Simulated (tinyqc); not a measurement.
Inside a calculation. Method: Hubbard ring of 5 sites. One step of it, computed by the program tinyqc.

Question. Mean-field iteration 2. H(up) = T + U n(down), H(down) = T + U n(up); fill the lowest levels; n(new) = n + mixing (n(out) - n); E = tr T (rho up + rho down) + U sum n_up n_down of the output.

one-body matrix (hopping and site energies) (eV), lower triangle:
```
           1          2          3          4         5
1   0.000000
2  -0.610000   0.000000
3   0.000000  -0.610000   0.000000
4   0.000000   0.000000  -0.610000   0.000000
5  -0.610000   0.000000   0.000000  -0.610000  0.000000
```

U = 6.300000 eV

electrons, up and down: 3  2

mixing = 0.200000

n(up) after iteration 1: 1 0.997476, 2 0.124861, 3 0.995326, 4 0.124861, 5 0.997476

n(down) after iteration 1: 1 0.002473, 2 0.875214, 3 0.004627, 4 0.875214, 5 0.002473

Give: levels, up; levels, down; energy; n(up) after iteration 2; n(down) after iteration 2.

Answer.

levels, up (eV): -0.667  -0.088  0.551  5.589  5.704

levels, down (eV): 0.583  0.726  5.733  6.416  6.954

energy = -0.467 eV

n(up) after iteration 2: 1 0.996, 2 0.105, 3 0.992, 4 0.105, 5 0.996

n(down) after iteration 2: 1 0.004, 2 0.896, 3 0.008, 4 0.896, 5 0.004
